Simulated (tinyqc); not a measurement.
Resistance of a source-drain extension with a graded tip: two steps of the calculation.

y runs along the channel, the gate covers y > 0. The doping is N0 for y < y0 and N0 10^(-(y - y0)/la) beyond, uniform over the depth xj. Sheet conductance s(y) = q mu(N) max(N - Nch, 0) xj + (for y > 0) ma Cox Vo, with mu(N) = u0 + (u1 - u0)/(1 + (N/Nr)^au) and Cox = eps0 eox/tox. Current is taken as one-dimensional; depletion of the tip, spreading and the contact are left out. The metallurgical junction lies at yj, where N = Nch.

Inputs (values chosen for the exercise); mobility law close to that of electrons in silicon:
- eox = 3.9 (relative permittivity of the gate insulator (close to silicon dioxide))
- tox = 2.4 nm (insulator thickness)
- N0 = 1.6e20 cm^-3 (active doping of the extension far from the gate)
- la = 4.6 nm/decade (lateral abruptness)
- y0 = 2.4 nm (position under the gate where the fall begins (gate edge at 0))
- xj = 9 nm (depth of the extension)
- Nch = 6.5e17 cm^-3 (channel doping)
- Vo = 0.85 V (gate overdrive)
- ma = 170 cm^2/(V s) (mobility of the gate-induced layer)
- u1 = 1414 cm^2/(V s) (mobility at low doping)
- u0 = 68.5 cm^2/(V s) (mobility at high doping)
- Nr = 9.2e16 cm^-3 (reference doping)
- au = 0.711 (exponent)
- Lg = 45 nm (gate length)

Constants: q = 1.602176634e-19 C, eps0 = 8.8541878128e-14 F/cm where lengths are in cm. Results are converted to the units shown.

Problem 1. Sheet resistances and junction position. yj = y0 + la log10(N0/Nch); sheet resistance of the full extension 1/[q mu(N0)(N0 - Nch) xj] and of the gate-induced layer 1/(ma Cox Vo); metallurgical length Lg - 2 yj; ye is where the doped and the gate-induced conductances are equal.

Wanted: yj; sheet resistance of the extension; sheet resistance of the induced layer; metallurgical length; ye; N at ye.

Solution 1.

yj = 13.40 nm
sheet resistance of the extension = 579.1 ohm/square
sheet resistance of the induced layer = 4810 ohm/square
metallurgical length = 18.20 nm
ye = 7.203 nm
N at ye = 1.446e19 cm^-3

The gate takes over 6.20 nm before the junction, where N is still 22.2 times the channel doping.

Problem 2. Resistance of the overlapped part. Midpoint rule on 8 equal steps from 0 to yj: R_ov = sum h/s(y), per width.

Give: y; N; doped conductance; sheet resistance; R_ov.

Solution 2.

```
point	y (nm)	N (cm^-3)	doped conductance (uS)	sheet resistance (ohm/square)
0	0.83747	1.6000e20	1726.8	516.88
1	2.5124	1.5125e20	1637.8	541.81
2	4.1874	6.5398e19	756.33	1037.1
3	5.8623	2.8278e19	362.66	1752.6
4	7.5372	1.2227e19	181.71	2566.6
5	9.2122	5.2870e18	93.600	3316.7
6	10.887	2.2861e18	45.500	3946.2
7	12.562	9.8849e17	13.589	4514.7
```

R_ov = 30.472 ohm um

tinyqc, about 0.03 s, one thread, Intel Xeon 2.30GHz (shared host): `OMP_NUM_THREADS=1 python tinyqc.py 2282061 2282062 out.jsonl`
